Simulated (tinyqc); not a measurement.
Worked calculation: tight binding, honeycomb lattice. Computed by tinyqc, a small Python program that keeps every step. Settings: t1 = 2.71, t2 = 0.36, phi = 1.57, delta = 0, points = 6. Command: `OMP_NUM_THREADS=1 python tinyqc.py 31271 31272 out.jsonl` (the two numbers bound the seeds that draw the settings). One thread of a shared host (Intel(R) Xeon(R) Processor @ 2.60GHz), about 0.01 s of CPU time with the checks.

## Bloch Hamiltonian at k

Parameters chosen for this model:
```
parameter     value                        unit
t1         2.710000                 eV, nearest
t2         0.360000       eV, second neighbours
phi        1.570000  rad, phase of t2 (Haldane)
delta             0          eV, +/- on A and B
```

k point k (fractions of the reciprocal vectors): 0.010000  -0.300000

H_AB = -t1 (1 + exp(-i k.a1) + exp(-i k.a2)); H_AA = delta - 2 t2 sum cos(k.b + phi), H_BB = -delta - 2 t2 sum cos(k.b - phi), b = a1, a2 - a1, -a2.

H(k) at k (eV):
```
                     A                    B
A             0.060347  -4.577216-2.407201i
B  -4.577216+2.407201i            -0.060715
```

## Levels at k

Diagonalise the Hermitian matrix.

eigenvalues (eV): -5.172146  5.171778

weights |c|^2 of the basis functions:
```
     band 1    band 2
A  0.494148  0.505852
B  0.505852  0.494148
```

## Bloch Hamiltonian at K

k point K (fractions of the reciprocal vectors): 0.333333  0.666667

As before.

H(k) at K (eV):
```
          A          B
A  1.871474   0.000000
B  0.000000  -1.869754
```

## Levels at K

As before.

eigenvalues (eV): -1.869754  1.871474

weights |c|^2 of the basis functions:
```
     band 1    band 2
A  0.000000  1.000000
B  1.000000  0.000000
```

## Bands along a path

The same steps at evenly spaced points between the labelled ones.

Bands along the path (eV):
```
k             band 1    band 2
G          -8.131720  8.128280
G-K 0.20   -7.663015  7.660152
G-K 0.40   -6.347280  6.345865
G-K 0.60   -4.485714  4.485933
G-K 0.80   -2.663248  2.664610
K          -1.869754  1.871474
K-M 0.20   -2.006850  2.008505
K-M 0.40   -2.268540  2.270041
K-M 0.60   -2.505341  2.506669
K-M 0.80   -2.657773  2.658969
M          -2.709427  2.710573
M-K' 0.20  -2.657773  2.658969
M-K' 0.40  -2.505341  2.506669
M-K' 0.60  -2.268540  2.270041
M-K' 0.80  -2.006850  2.008505
K'         -1.869754  1.871474
```

With 1 band(s) filled, the highest filled level on these points lies at K' and the lowest empty one at K': a gap of 3.7412 eV, direct.

## Chern number of the lower band

On a 6 x 6 mesh, the phase of the product of overlaps around each plaquette (k1 then k2); the sum over 2 pi is an integer.

plaquette phases (rad):
```
           1          2          3          4          5          6
1   0.000000  -0.005712  -0.110438  -0.169652   0.048978   0.019298
2  -0.005712  -0.050020  -0.162837  -0.573548   0.000000   0.048978
3  -0.110438  -0.162837  -0.368852  -0.795599  -0.573548  -0.169652
4  -0.169652  -0.573548  -0.795599  -0.368852  -0.162837  -0.110438
5   0.048978   0.000000  -0.573548  -0.162837  -0.050020  -0.005712
6   0.019298   0.048978  -0.169652  -0.110438  -0.005712   0.000000
```

Chern number = -1.000000
